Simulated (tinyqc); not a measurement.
## Voltage drop against the resistance of a horizontal segment

A grid of 25 by 25 nodes with segments Rx (rows) and Ry (columns); every node draws I1 and the central node kh I1; pads with resistance Rp sit at the nodes whose row and column are multiples of the pitch, counting from 0. The drops u = Vdd - V follow from G u = i, with G the conductance matrix and i the load currents, solved directly. Here the pitch is 3.

Parameters, values chosen for the exercise: supply voltage Vdd = 0.9 V; resistance of a vertical segment Ry = 0.76 ohm; resistance from a pad node to the supply Rp = 0.37 ohm; factor on the load at the hot node kh = 3; load current of a node in the large grid I1 = 0.7 mA.

Results:
```
Rx (ohm)	pads	worst drop (mV)	mean drop (mV)	largest drop at a pad (mV)	largest pad current (mA)	worst drop over Vdd (%)
0.15	81	3.030	2.562	2.428	6.563	0.3367
0.3	81	3.246	2.706	2.497	6.749	0.3606
0.6	81	3.577	2.942	2.559	6.916	0.3975
1.2	81	4.108	3.322	2.608	7.048	0.4565
2.4	81	5.028	3.958	2.645	7.148	0.5587
9.6	81	10.11	7.301	2.692	7.275	1.123
```

Estimate the missing row, Rx = 4.8 ohm.

Computed row:
```
Rx (ohm)	pads	worst drop (mV)	mean drop (mV)	largest drop at a pad (mV)	largest pad current (mA)	worst drop over Vdd (%)
4.8	81	6.748	5.105	2.672	7.221	0.7497
```

With this row back in the table: The worst drop rises from 3.03 to 10.1 mV and the mean drop rises from 2.56 to 7.30 mV. The worst drop goes as Rx^(0.10) between the first two rows and Rx^(0.58) between the last two. The central node is itself a pad.

Computed by the program tinyqc: `OMP_NUM_THREADS=1 python tinyqc.py 2770118 2770119 out.jsonl`, one thread of a shared Intel Xeon 2.30GHz, about 0.3 s for the whole run.
